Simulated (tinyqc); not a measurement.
# From Le Claire depth y_L back to time t

Model: grain-boundary diffusion: Harrison regimes, Fisher and Le Claire analysis, Hart average. Computed by tinyqc, a small Python program. Command: `OMP_NUM_THREADS=1 python tinyqc.py 3026266 3026267 out.jsonl gbdiff inv`. One thread of a shared host (Intel(R) Xeon(R) Processor @ 2.30GHz), about 0.01 s of CPU time with the checks.

A boundary is a slab of width delta with diffusivity D_b, normal to a surface held at constant concentration; it leaks into grains of diffusivity D.

Inputs (values chosen for the exercise, for a model polycrystal):
```
quantity                          value   unit
lattice prefactor D0            6.6e-05  m^2/s
lattice activation energy E        3.37     eV
boundary prefactor D0b          2.8e-06  m^2/s
boundary activation energy E_b     2.14     eV
boundary width delta               0.48     nm
segregation factor s                 10      -
temperature T                      1150      K
```

Constants: k_B = 8.617333262e-05 eV/K.

Method:
- D = D0 exp(-E/(k_B T)), D_b = D0b exp(-E_b/(k_B T)).
- Triple product P = s delta D_b.
- Fisher: the mean concentration falls as exp(-y/y_F), y_F = sqrt(P) (pi t/(4 D))^(1/4), with the boundary equation P d2c/dy2 = 2 c sqrt(D/(pi t)). Le Claire (from the Whipple solution): ln c falls as -(y/y_L)^(6/5) with P = 1.322 sqrt(D/t) y_L^2.

Task: A run gave the result below. Find the time t, known to lie between 450 and 1100 s.

Le Claire depth y_L = 0.5460127 um

Result:

Each step takes the trial c = (a f_b - b f_a)/(f_b - f_a), f being the result less the target and a, b, c the logarithms of the listed values; c replaces end b, the old b replaces a if the sign of f changed, and otherwise f_a is halved.

Scan of the range:
```
time t (s)  Le Claire depth y_L (um)
450                         0.518802
522                         0.538414
606                         0.558877
704                         0.580218
817                         0.602218
948                         0.625029
1100                        0.648704
```

False position (Illinois rule, in the logarithm of the input) inside the bracket:
```
step    end a    end b    trial  Le Claire depth y_L (um)
1     522.000  606.000  551.740                  0.545924
2     606.000  551.740  552.096                  0.546012
3     606.000  552.096  552.104                  0.546014
4     552.096  552.104  552.100                  0.546013
```

Le Claire depth y_L rises at every point of a 13-point scan of the range (every second point is shown), so one value fits; it is bracketed by 522 and 606. The scan shows a pure power law with exponent 0.2500, so scaling from any one row also gives the answer directly. Answer: time t = 552.1 s.

Caution: the Fisher and Le Claire forms need regime B with beta above 10.
